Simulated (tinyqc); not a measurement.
Comparisons within one model: Franz-Keldysh effect at a direct gap. A value that a table varies takes the place of the one given here.

Parabolic bands, vertical transitions, no excitons. For each hole band j: mr = me mj/(me + mj); joint density of states J_j(E) = (mr/c)^(3/2) sqrt(E - Eg)/(2 pi^2), both spins, c = hbar^2/2m0; averaged matrix element |e.p|^2 = m0 Ep/6; alpha_j(E) = 4 pi^2 alpha_f c Ep J_j/(3 nr E) in 1/angstrom (alpha_f the fine-structure constant, listed as alpha among the constants), times 1e8 for 1/cm.

In a field Fd (1 kV/cm = 1e-5 V/angstrom) the electro-optic energy of band j is th = (c (e Fd)^2/mr)^(1/3), and sqrt(E - Eg) in J_j is replaced by pi sqrt(th) [Ai'(b)^2 - b Ai(b)^2] with b = (Eg - E)/th; Ai is the Airy function.

Constants: hbar^2/2m0 = 3.80998211 eV angstrom^2; fine-structure constant alpha = 0.007297352564.

Parameters, chosen for this exercise (near those of InP; not measured data): Eg = 1.304 eV (direct gap); me = 0.0773 m0 (electron mass); mhh = 0.601 m0 (heavy-hole mass); mlh = 0.0867 m0 (light-hole mass); Ep = 20 eV (Kane energy); nr = 3.38 (refractive index); Fd = 250 kV/cm (uniform field); det = 40 meV (detuning below the gap).

## Spectrum around the gap

Absorption (1/cm):
```
E - Eg (eV)  alpha(0)   alpha(F)  change
-0.1758             0      4.028       4
-0.1406             0      16.89      17
-0.1055             0      64.26      64
-0.0703             0      219.8     220
-0.0352             0      658.2     658
0.0000              0       1700    1700
0.0352           5410       3685   -1725
0.0703           7450       6545    -906
0.1055           8899       9379     479
0.1406          10024  1.087e+04     850
0.1758          10942  1.099e+04      46
0.2109          11707  1.129e+04    -414
0.2813          12920  1.308e+04     161
0.3516          13831  1.392e+04      88
```

At the gap alpha(F) = 1700 1/cm; 140.6 meV below it 16.9 1/cm remain, the tail falling as exp(-(4/3) b^(3/2)). Among the energies listed the largest rise is 1700 1/cm at E - Eg = 0.0 meV and the largest fall -1725 1/cm at 35.2 meV. It changes sign between 0.0 and 35.2 meV, between 70.3 and 105.5 meV, between 175.8 and 210.9 meV and between 210.9 and 281.3 meV; th is 70.3 meV for heavy holes and 83.5 meV for light holes.

## Tail absorption against field

At E = Eg - det; the field takes the values listed. The last column is the length for 10 dB of loss.

Results:
```
Fd (kV/cm)  th heavy (meV)  b heavy  alpha (1/cm)  length (micrometre)
10                    8.22    4.864      0.000458             5.03e+07
20                   13.06    3.064         0.271             8.51e+04
40                   20.72    1.930          10.3             2.24e+03
60                   27.16    1.473          40.7                  566
100                  38.17    1.048           141                  164
150                  50.02    0.800           289                 79.7
250                  70.32    0.569           571                 40.3
400                  96.19    0.416           922                 25.0
```

alpha grows by 4.9 decades from 10 to 60 kV/cm and by a factor 1.61 over the last step, where the field grows by 1.6: the exponent (4/3) b^(3/2) goes as 1/Fd, so the gain is steep only while b > 1 (deep in the tail the light-hole pair, with its smaller b, carries most of it), that is up to 100 kV/cm of those listed. Values below about 10 1/cm lie under the Urbach and exciton tails of a real crystal, left out here.

## What moves the tail

At E = Eg - det. Each row changes one parameter from the base and keeps the others.

Results:
```
case             th heavy (meV)  alpha (1/cm)
base                     70.316         571.3
Fd = 325 kV/cm           83.757         756.9
det = 50 meV             70.316         421.7
me = 0.0889 m0           67.495         627.6
mlh = 0.1127 m0          70.316         597.0
Ep = 22 eV               70.316         628.5
nr = 3.55                70.316         544.0
```

The largest shifts from the base row, up to three for each result and ties (the steps differ in size, so this ranks the rows, not the parameters). th heavy (meV): Fd +13.440, me -2.822; unchanged at the printed digits by det, mlh, Ep and nr. alpha (1/cm): Fd +186, det -150, Ep +57.1.

Program tinyqc; command `OMP_NUM_THREADS=1 python tinyqc.py 1651557 1651558 out.jsonl`; about 0.01 s on one thread of a shared Intel(R) Xeon(R) Processor @ 2.30GHz.
